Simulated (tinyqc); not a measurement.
X-ray photoelectron analysis of a thin oxide on a semiconductor: attenuation lengths, thickness, angle series and band offsets: one step, computed by the program tinyqc. Command: `OMP_NUM_THREADS=1 python tinyqc.py 3110810 3110811 out.jsonl xps walk`. One thread of a shared host (Intel(R) Xeon(R) Processor @ 2.30GHz), about 0.01 s of CPU time with the checks.

The same element is seen in the oxide and in the substrate, at nearly the same kinetic energy; films are flat and uniform, and the work function is ignored.

Problem. Band offsets by core levels. Valence band offset = (E_core - E_v)(substrate) - (E_core - E_v)(oxide) + (core level separation at the interface, oxide less substrate). The separation is made here from the given offset; a uniform field F that raises the binding energy towards the surface shifts the oxide peak by e F <z>, <z> = d/(1 - exp(-x)) - d/x, x = d/(L_o cos theta), being the mean distance from the interface. Conduction band offset = oxide gap - substrate gap - valence band offset.

Inputs (values chosen for the exercise, modelled on SiO2 on silicon):

| quantity | value | unit |
|---|---|---|
| oxide gap | 8.82 | eV |
| substrate gap | 1.12 | eV |
| oxide thickness d | 0.52 | nm |
| valence band offset used to make the data | 4.62 | eV |
| core level less valence band top, substrate | 98.91 | eV |
| core level less valence band top, thick oxide | 98.55 | eV |
| field in the oxide | 1.4 | MV/cm |

d/(L_o cos theta) = 0.2502064

Give: separation without field; <z>; separation with field; apparent valence band offset; true conduction band offset; apparent conduction band offset.

Solution.

separation without field = 4.26 eV

<z> = 0.2708 nm

separation with field = 4.298 eV

apparent valence band offset = 4.658 eV

true conduction band offset = 3.08 eV

apparent conduction band offset = 3.042 eV

The field biases both offsets by 0.038 eV, in opposite directions.
